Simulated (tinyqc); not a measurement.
# Resistance of a source-drain extension with a graded tip, step by step

tinyqc, about 0.03 s, one thread, Intel Xeon 2.30GHz (shared host): `OMP_NUM_THREADS=1 python tinyqc.py 2282201 2282202 out.jsonl` Printed values are rounded.

y runs along the channel, the gate covers y > 0. The doping is N0 for y < y0 and N0 10^(-(y - y0)/la) beyond, uniform over the depth xj. Sheet conductance s(y) = q mu(N) max(N - Nch, 0) xj + (for y > 0) ma Cox Vo, with mu(N) = u0 + (u1 - u0)/(1 + (N/Nr)^au) and Cox = eps0 eox/tox. Current is taken as one-dimensional; depletion of the tip, spreading and the contact are left out. The metallurgical junction lies at yj, where N = Nch.

Parameters, values chosen for the exercise; mobility law close to that of electrons in silicon:
```
symbol   value        unit                                                                 meaning
eox       24.9              relative permittivity of the gate insulator (close to zirconium oxide)
tox        3.3          nm                                                     insulator thickness
N0      2.7e20       cm^-3                        active doping of the extension far from the gate
la         4.4   nm/decade                                                      lateral abruptness
y0         1.2          nm          position under the gate where the fall begins (gate edge at 0)
xj          15          nm                                                  depth of the extension
Nch       1e18       cm^-3                                                          channel doping
Vo        0.58           V                                                          gate overdrive
ma         140  cm^2/(V s)                                      mobility of the gate-induced layer
u1        1414  cm^2/(V s)                                                  mobility at low doping
u0        68.5  cm^2/(V s)                                                 mobility at high doping
Nr      9.2e16       cm^-3                                                        reference doping
au       0.711                                                                            exponent
Lg          60          nm                                                             gate length
```

Constants: q = 1.602176634e-19 C, eps0 = 8.8541878128e-14 F/cm where lengths are in cm. Results are converted to the units shown.

## Sheet resistances and junction position

yj = y0 + la log10(N0/Nch); sheet resistance of the full extension 1/[q mu(N0)(N0 - Nch) xj] and of the gate-induced layer 1/(ma Cox Vo); metallurgical length Lg - 2 yj; ye is where the doped and the gate-induced conductances are equal.

yj = 11.89800 nm
sheet resistance of the extension = 211.6310 ohm/square
sheet resistance of the induced layer = 1843.359 ohm/square
metallurgical length = 36.20400 nm
ye = 5.723359 nm
N at ye = 2.531207e19 cm^-3

The gate takes over 6.17 nm before the junction, where N is still 25.3 times the channel doping.

## Resistance of the overlapped part

Midpoint rule on 10 equal steps from 0 to yj: R_ov = sum h/s(y), per width.

```
point     y (nm)    N (cm^-3)  doped conductance (uS)  sheet resistance (ohm/square)
0      0.5949000       2.7e20                4725.205                       189.8364
1       1.784700  1.988279e20                3527.837                       245.6806
2       2.974500  1.066764e20                1964.636                       398.8634
3       4.164300  5.723467e19                1111.446                       604.6190
4       5.354100  3.070790e19                640.9263                       845.0126
5       6.543900  1.647559e19                376.8560                       1087.732
6       7.733700  8.839585e18                224.0595                       1304.550
7       8.923500  4.742668e18                130.7817                       1485.289
8       10.11330  2.544566e18                68.49840                       1636.698
9       11.30310  1.365226e18                21.14222                       1774.213
```

R_ov = 11.389 ohm um

The exact integral is 11.391 ohm um; the coarse sum is 0.017 % below it.
